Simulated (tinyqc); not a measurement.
# Free and trapped electrons in a MOS channel with a dense trap tail: free and trapped charge against gate voltage

p-type body, charge-sheet picture, full ionisation (an idealisation for deep acceptors), Boltzmann statistics for free electrons. e = Ec - EF at the surface. Acceptor-like traps of density D(E) = D0 + De exp(-E/Ew) at depth E below Ec, from 0 to Eu, hold n_t = integral of D(E)/(1 + exp((e - E)/Vt)). psi = Eg - Vt ln(Nv/Na) - e; N_dep = sqrt(2 eps0 eps_r Na (psi - Vt)/q); n_f = sqrt(N_dep^2 + 2 eps0 eps_r Vt Nc exp(-e/Vt)/q) - N_dep; Vg = Vfb + psi + q (N_dep + n_t + n_f)/Cox, Cox = eps0 eox/tox.

Free share n_f/(n_f + n_t); swing ln 10 n_f/(dn_f/dVg); field-effect mobility mf q (dn_f/dVg)/Cox, for a constant mf; oxide field q (N_dep + n_t + n_f)/(eps0 eox).

Values chosen for this exercise; band and dielectric values close to those of 4H silicon carbide: temperature T = 475 K; band gap Eg = 3.21 eV; relative permittivity eps_r = 9.63; conduction-band density of states at T Nc = 3.43e19 cm^-3; valence-band density of states at T Nv = 5.02e19 cm^-3; relative permittivity of the insulator eox = 3.9; insulator thickness tox = 34 nm; acceptor density Na = 7.7e15 cm^-3; flat-band voltage without trapped charge Vfb = -2.79 V; constant background density of acceptor-like traps D0 = 1.1e11 cm^-2 eV^-1; density of the tail at the conduction edge De = 5.7e13 cm^-2 eV^-1; decay energy of the tail Ew = 0.12 eV; depth below Ec down to which the traps reach Eu = 0.68 eV; mobility of free electrons mf = 220 cm^2/(V s).

Constants: q = 1.602176634e-19 C, kB = 1.380649e-23 J/K, Vt = kB T/q, eps0 = 8.8541878128e-14 F/cm where lengths are in cm. Results are converted to the units shown.

Result of one run:
```
e (eV)	n_f (cm^-2)	n_t (cm^-2)	free share (%)	swing (mV/decade)	field-effect mobility (cm^2/(V s))	oxide field (MV/cm)
0.2744	1.966e10	8.646e11	2.223	1264	12.43	0.6217
```

Which gate voltage Vg gave this result: 1.9, 3.8, 4.8, 5.7 or 6.6 V?

Vg = 1.9 V.

The whole series:
```
Vg (V)	e (eV)	n_f (cm^-2)	n_t (cm^-2)	free share (%)	swing (mV/decade)	field-effect mobility (cm^2/(V s))	oxide field (MV/cm)
0.1	0.6542	2.038e6	1.941e10	0.01050	158.2	0.01029	0.2040
1	0.3729	1.846e9	3.832e11	0.4796	598.4	2.466	0.3860
1.9	0.2744	1.966e10	8.646e11	2.223	1264	12.43	0.6217
2.9	0.2153	7.772e10	1.398e12	5.268	2212	28.08	0.8985
3.8	0.1799	1.681e11	1.852e12	8.322	3253	41.30	1.153
4.8	0.1505	3.052e11	2.328e12	11.59	4563	53.45	1.438
5.7	0.1292	4.561e11	2.732e12	14.31	5815	62.68	1.697
6.6	0.1112	6.295e11	3.116e12	16.81	7085	71.00	1.956
7.6	0.09365	8.469e11	3.520e12	19.39	8478	79.83	2.245
```

n_f reaches 1e11 cm^-2 at Vg = 3.16 V, against 0.743 V without traps. The free share rises from 0.0105 to 19.4 % and the field-effect mobility rises from 0.0103 to 79.8 cm^2/(V s), although mf = 220 is constant: in the last row 36.3 % of Cox dVg goes into free electrons. The swing in the first row is 158 mV a decade (Vt ln 10 = 94.3).

tinyqc, about 0.02 s, one thread, Intel Xeon 2.30GHz (shared host): `OMP_NUM_THREADS=1 python tinyqc.py 2222197 2222198 out.jsonl`
